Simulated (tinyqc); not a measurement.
Worked calculation: hole subbands of a hard-walled well, four-band Luttinger model. Values are carried at full precision from step to step, so a last printed digit may differ when a step is redone from the rounded ones.

Constants: hbar^2/2m0 = 3.80998211 eV angstrom^2.

Inputs chosen for the exercise (near those of GaAs; shifted at random, so the results belong to these values and not to a real crystal):
```
symbol  value   unit        meaning
g1      6.96                Luttinger gamma1
g2      2.06                gamma2
L       105     angstrom    well width along [001]
Zs      0       eV          shear strain energy
g3      2.95                gamma3
k       0.0332  1/angstrom  wave vector in the plane
N       3                   sines for each component
kmax    0.072   1/angstrom  end of the path
```

## Levels at k = 0

R and S vanish: HHn = c (g1 - 2 g2)(n pi/L)^2 - Zs and LHn = c (g1 + 2 g2)(n pi/L)^2 + Zs, c = hbar^2/2m0, hole energies counted downwards. Sort HH1 to HH4 and LH1, LH2.

Levels:
```
subband  E (eV)
HH1      0.0097
LH1      0.0378
HH2      0.0387
HH3      0.0872
LH2      0.1512
HH4      0.1550
```

The top subband is HH1, 28.1 meV from LH1.

## The matrix at one k

Hole energies are counted downwards from the unstrained band edge, c = hbar^2/2m0. After the usual block transformation one block is H = [[P + Q - Zs, R - i S], [R + i S, P - Q + Zs]] in (heavy, light), with P +/- Q = c [(g1 +/- g2) k^2 + (g1 -/+ 2 g2) kz^2], R = sqrt(3) c gR k^2, S = 2 sqrt(3) c g3 k kz, kz = -i d/dz; axial approximation gR = (g2 + g3)/2. Zs = b (e_par - e_perp) is the shear part of the strain (the hydrostatic part shifts all levels alike and is left out). Basis sqrt(2/L) sin(n pi z/L), n = 1 to N, for each component: kz^2 gives (n pi/L)^2 and the heavy-light block is R delta_nm - 2 sqrt(3) c g3 k D_nm with D_nm = 4 n m/(L (n^2 - m^2)) for n + m odd, 0 otherwise. The other block has the same levels. The split-off band is left out.

Fill in the 2N x 2N matrix, in meV.

H(k) (meV), lower triangle:
```
       h1      h2      h3     l1      l2      l3
h1  47.57
h2      0   76.63
h3      0       0  125.06
l1  18.22  -32.83       0  58.37
l2  32.83   18.22  -59.09      0  171.74
l3      0   59.09   18.22      0       0  360.69
```

## Levels and mixing

Diagonalise; give the four lowest hole energies and the weight of the heavy component (the first half of the basis) in each.

levels (meV): 20.76  38.84  91.66  96.95

heavy weight: 0.536  0.800  0.803  0.504

The most mixed of the four is number 4, with 50 % heavy character. Against 60 sines these levels lie 0.3, 0.7, 11.5 and 6.8 meV too high: the small basis lacks the higher sines, which carry the upper levels.

## Dispersion in the plane

N = 20, nine points from 0 to kmax.

Hole energies (meV):
```
k (1/angstrom)     E1     E2     E3      E4  heavy weight of 1  heavy weight of 2
0.0000           9.69  37.79  38.75   87.18              1.000              0.000
0.0090          11.80  31.05  48.77   85.11              0.993              0.463
0.0180          16.75  28.17  62.22   81.16              0.903              0.541
0.0270          19.56  32.71  78.16   79.06              0.626              0.770
0.0360          20.98  40.37  81.39   95.74              0.509              0.783
0.0450          23.77  45.64  87.04  113.90              0.462              0.700
0.0540          28.39  49.20  91.71  130.86              0.434              0.627
0.0630          34.82  52.97  94.58  143.47              0.413              0.577
0.0720          42.96  57.94  97.10  150.80              0.398              0.540
```

At small k the hole energy falls in subbands 2 and 4: an electron-like mass, caused by repulsion from a deeper subband. E2 - E1 is smallest, 11.4 meV, at k = 0.0180 of the points listed. The top subband goes from 1.00 to 0.40 in heavy weight.

## Mass of HH1 in the plane

Second order in k: 1/m = g1 + g2 - sum_n 12 c g3^2 D_1n^2/(LHn - HH1) over even n up to 60, with D_1n = 4n/(L (n^2 - 1)) in size, LHn - HH1 = c [(g1 + 2 g2) n^2 - (g1 - 2 g2)](pi/L)^2 + 2 Zs, c = hbar^2/2m0.

LHn - HH1 for n = 2, 4, 6 (meV): 141.5  595.0  1350.8
terms for n = 2, 4, 6: 1.8139  0.0690  0.0126
sum of all terms = 1.9028
mass without mixing, 1/(g1 + g2) = 0.1109 m0
1/m with mixing = 7.1172 1/m0

Mixing with the light holes takes m from 0.111 to 0.141 m0.

## Checks

- 1/m of HH1 from the full matrix (N = 60) at small k against second order: both 7.117.
- The 2 x 2 block with gR = g2 (k along [100]) for a plane wave (k, 0, pi/L) against the bulk heavy-hole formula, eV: both 0.01114.
- Lowest level at the given k on a real-space grid of 240 points against 60 sines, eV: both 0.0204.

Run: tinyqc, `OMP_NUM_THREADS=1 python tinyqc.py 1250028 1250029 out.jsonl`; Intel(R) Xeon(R) Processor @ 2.30GHz, one thread, shared host; about 0.4 s of CPU time with all checks.
